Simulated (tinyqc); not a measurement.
Worked calculation: UKS/LDA (PW92) in the sto-3g basis, for BeH, spin multiplicity 2. One step of it, computed by the program tinyqc.

Problem. Iteration 2: DIIS coefficients. Solve [B -1; -1 0][c; lambda] = [0; -1] for the coefficients, which sum to one.

B (overlaps of the stored error matrices):
```
               1              2
1  1.7500171e-02  2.7117346e-02
2  2.7117346e-02  2.0991018e-01
```

Give: DIIS coefficients.

Solution.

DIIS coefficients: 1.056  -0.056
